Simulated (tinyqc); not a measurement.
Choice of the surrounding dielectric: dielectric confinement in a thin film (image charges).

A film |z| < t/2 of dielectric constant eps between half-spaces of dielectric constant e2; lam = (eps - e2)/(eps + e2), q = e^2/(4 pi eps0). The self-energy of a band edge is taken with the high-frequency value, e2 = eh, and the field of a fixed ion with the static one, e2 = eo. A charge at z has images lam^|n| at n t + (-1)^n z. Its self-energy is S(z) = (q/2 eps) sum over n >= 1 of lam^n [1/(n t - 2z) + 1/(n t + 2z)] for odd n and 2 lam^n/(n t) for even n; at the centre S(0) = -(q/(eps t)) ln(1 - lam).

Donor at the centre, lam from the static eo, trial function cos(pi z/t) exp(-rho/l): E(l) = c/(m l^2) - (q/eps) times the integral over k of F(k t) (1 + (k l/2)^2)^(-3/2), with F(x) = F0 + 2 lam exp(-x) G/(1 - lam exp(-x)), F0 = 2[(1 - exp(-x/2))/x + x (1 + exp(-x/2))/(x^2 + 4 pi^2)], G = 2 sinh(x/2)[1/x - x/(x^2 + 4 pi^2)]; c = hbar^2/2m0. The binding energy is -E at the minimum, counted from the subband edge with its self-energy.

Constants: e^2/(4 pi eps0) = 14.39964547 eV angstrom; hbar^2/2m0 = 3.80998211 eV angstrom^2; Ry = 13.60569312 eV.

Values chosen for the exercise (out of a larger set: near those of a Si (100) film, two-fold valleys, between layers of a low-k oxide; not measured data): t = 82 angstrom (film thickness); eps = 11.4 (dielectric constant of the film); m = 0.183 m0 (mass in the plane).

The same film between different dielectrics; in this table one value e2 serves for both eo and eh.

Results:
```
case         lam  <S> (meV)  binding (meV)  l (angstrom)
e2 = 1     0.839       31.0           85.2          32.4
e2 = 2.5   0.640       17.9           61.0          33.0
e2 = 3.9   0.490       12.0           50.6          33.4
e2 = 7.5   0.206        4.3           37.7          34.3
e2 = 16   -0.168       -3.0           26.6          35.5
e2 = 25   -0.374       -6.2           22.0          36.1
e2 = 80   -0.751      -11.2           15.3          37.5
```

The binding spans a factor 5.6, from 85 meV in vacuum to 15.3 meV for e2 = 80; going from 3.9 to 25 changes it by -28.6 meV and the band edge by -18.2 meV, so the binding responds 1.57 times as much as the edge (for an orbit much smaller than t the binding would change by twice the change of S(0), -30.5 meV; here l/t = 0.41 for e2 = 3.9).

Run: tinyqc, `OMP_NUM_THREADS=1 python tinyqc.py 1250619 1250620 out.jsonl`; Intel(R) Xeon(R) Processor @ 2.30GHz, one thread, shared host; about 0.06 s of CPU time with all checks.
